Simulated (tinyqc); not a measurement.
Epitaxial growth on a vicinal surface: Burton-Cabrera-Frank step flow, step-edge barrier and island nucleation. Inputs raised by 10 %, one at a time. Computed by tinyqc, a small Python program. Command: `OMP_NUM_THREADS=1 python tinyqc.py 3030369 3030370 out.jsonl stepflow sens`. One thread of a shared host (Intel(R) Xeon(R) Processor @ 2.30GHz), about 0.02 s of CPU time with the checks.

Adatoms land at rate F, hop on a square grid (a simplification for hexagonal faces), desorb, or join steps. Lengths are in units of a and n is the adatom coverage. Steps ascend at x = 0 and descend at x = l.

Inputs (values chosen for the exercise, close to those used for GaN(0001)):
```
quantity,value,unit
site spacing a,3.19,angstrom
step height h,2.59,angstrom
diffusion barrier E_d,1.34,eV
desorption energy E_a,2.97,eV
adatom formation energy E_f,1.17,eV
step-edge barrier E_s,0,eV
attempt frequency nu,1,THz
deposition rate F,3.2,layers/s
miscut angle,4,degrees
temperature T,970,C
critical nucleus size i,1,-
```

Constants: k_B = 8.617333262e-05 eV/K.

Method:
- D = nu exp(-E_d/(k_B T)) (a^2/s, nu counted per direction); tau = exp(E_a/(k_B T))/nu; x_s = sqrt(D tau); n_eq = exp(-E_f/(k_B T)); terrace width l = h/(a tan(miscut)); Schwoebel length l_s = exp(E_s/(k_B T)) - 1.
- Temperatures in kelvin are T(C) + 273.15.
- D n'' - n/tau + F = 0 with n(0) = n_eq and -l_s n'(l) = n(l) - n_eq. With u = n - F tau, A = n_eq - F tau, y = l/x_s, s = l_s/x_s: u = A cosh(x/x_s) + B sinh(x/x_s), B = A (1 - cosh y - s sinh y)/(sinh y + s cosh y). Flux into the ascending step J+ = D B/x_s, over the descending one J- = -(D/x_s)(A sinh y + B cosh y); step velocity J+ + J-; growth rate (J+ + J-)/l. For small y: J+ + J- = (F - n_eq/tau) l, J-/J+ = l/(l + 2 l_s).
- The coverage peaks where n' = 0, tanh(x/x_s) = -B/A.
- Island density on a flat surface without desorption: N = 0.25 (F/D)^(i/(i+2)) exp(E_i/((i+2) k_B T)) per site, with E_i = 0 for i = 1; spacing l_n = N^(-1/2). Step flow needs an effective width l_eff = 2 x(peak) below l_n.

Runs:
```
input moved,from,to,ratio l_eff/l_n,peak coverage,island density N on a flat surface (per site),diffusion length x_s (a)
base run,-,-,0.56680,3.2657e-05,0.0023830,2013.9
diffusion barrier E_d (eV),1.34,1.474,0.69818,6.9047e-05,0.0036158,1077.5
desorption energy E_a (eV),2.97,3.267,0.56680,3.2657e-05,0.0023830,8055.0
deposition rate F (layers/s),3.2,3.52,0.57587,3.4117e-05,0.0024599,2013.9
miscut angle (degrees),4,4.4,0.51510,3.0116e-05,0.0023830,2013.9
attempt frequency nu (THz),1,1.1,0.55787,3.1330e-05,0.0023085,2013.9
adatom formation energy E_f (eV),1.17,1.287,0.56680,2.0655e-05,0.0023830,2013.9
```

Exponents ln(y'/y) / ln(x'/x):
```
input,ratio l_eff/l_n,peak coverage,island density N on a flat surface,diffusion length x_s
diffusion barrier E_d,2.187,7.856,4.375,-6.562
desorption energy E_a,0.000,0.000,0.000,14.544
deposition rate F,0.167,0.459,0.333,0.000
miscut angle,-1.004,-0.850,0.000,0.000
attempt frequency nu,-0.167,-0.435,-0.333,0.000
adatom formation energy E_f,0.000,-4.807,0.000,0.000
```

Which inputs matter most for each result?

Among the inputs moved here: ratio l_eff/l_n answers most in size to diffusion barrier E_d (exponent +2.187), next to miscut angle (-1.004); its exponent is below 0.0005 for desorption energy E_a, adatom formation energy E_f. Its exponent -1.004 in miscut angle: terraces narrow as the miscut grows. Peak coverage answers most in size to diffusion barrier E_d (exponent +7.856), next to adatom formation energy E_f (-4.807); its exponent is below 0.0005 for desorption energy E_a. Island density N on a flat surface answers most in size to diffusion barrier E_d (exponent +4.375), next to deposition rate F (+0.333); its exponent is below 0.0005 for desorption energy E_a, miscut angle, adatom formation energy E_f. Its exponent +0.333 in deposition rate F: i/(i+2) with i = 1. Diffusion length x_s answers most in size to desorption energy E_a (exponent +14.544), next to diffusion barrier E_d (-6.562); its exponent is below 0.0005 for deposition rate F, miscut angle, attempt frequency nu, adatom formation energy E_f.

Caution (all rows): the prefactor 0.25 and the criterion are estimates, good to a factor of about two in length.

Extremes, crossings and ranges named in words are read from the listed rows.
